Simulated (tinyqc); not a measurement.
From photovoltage V back to photon flux entering: surface photovoltage measurement of the minority-carrier diffusion length in a wafer. Computed by tinyqc, a small Python program. Command: `OMP_NUM_THREADS=1 python tinyqc.py 3130516 3130517 out.jsonl spv inv`. One thread of a shared host (Intel(R) Xeon(R) Processor @ 2.30GHz), about 0.03 s of CPU time with the checks.

Low injection, steady light, a depletion layer much thinner than 1/alpha and L. The excess density dn is taken at the front edge of the neutral region; light that reaches the back is lost.

Inputs (values chosen for the exercise, modelled on p-type silicon at room temperature): diffusion length L = 65 micrometre; wafer thickness W = 775 micrometre; diffusivity D = 28.1 cm^2/s; front recombination velocity S_f = 7000 cm/s; back recombination velocity S_b = 340 cm/s; minority density at the surface barrier scale n_0 = 2e+09 1/cm^3; temperature T = 298 K; wavelength = 866 nm.

Constants: k_B = 8.617333262e-05 eV/K.

Method:
- alpha = (84.732/lambda - 76.417)^2 per cm with lambda in micrometre (an empirical fit for silicon between 0.7 and 1.05 micrometre).
- Thick wafer: dn = Phi L/((S_f + D/L)(L + 1/alpha)). Finite wafer, with s = S_b L/D, w = W/L, a = alpha L: dn = [Phi a/(a^2 - 1)] [a - B - exp(-alpha W)(a - s)/(cosh w + s sinh w)]/(S_f + B D/L), B = (sinh w + s cosh w)/(cosh w + s sinh w).
- Photovoltage V = (k_B T/e) ln(1 + dn/n_0). Lifetime = L^2/D.

Problem. A run gave the result below. Find the photon flux entering, known to lie between 2e+12 and 4e+12 1/(cm^2 s).

photovoltage V = 2.480293 mV

Solution.

Each step takes the trial c = (a f_b - b f_a)/(f_b - f_a), f being the result less the target and a, b, c the logarithms of the listed values; c replaces end b, the old b replaces a if the sign of f changed, and otherwise f_a is halved.

Scan of the range:
```
photon flux entering (1/(cm^2 s))  photovoltage V (mV)
2.00e+12                                       1.64483
2.24e+12                                       1.83531
2.52e+12                                       2.05577
2.83e+12                                       2.29766
3.17e+12                                       2.56036
3.56e+12                                       2.85843
4.00e+12                                       3.19061
```

False position (Illinois rule, in the logarithm of the input) inside the bracket:
```
step        end a        end b        trial  photovoltage V (mV)
1     2.83000e+12  3.17000e+12  3.06225e+12              2.47740
2     3.17000e+12  3.06225e+12  3.06594e+12              2.48025
3     3.17000e+12  3.06594e+12  3.06606e+12              2.48034
4     3.06594e+12  3.06606e+12  3.06600e+12              2.48029
```

Photovoltage V rises at every point of a 13-point scan of the range (every second point is shown), so one value fits; it is bracketed by 2.83e12 and 3.17e12. Answer: photon flux entering = 3.066e12 1/(cm^2 s).

Caution: dn is not small against n_0, so V is not linear in the flux; the constant-flux reading then needs dn, not V.
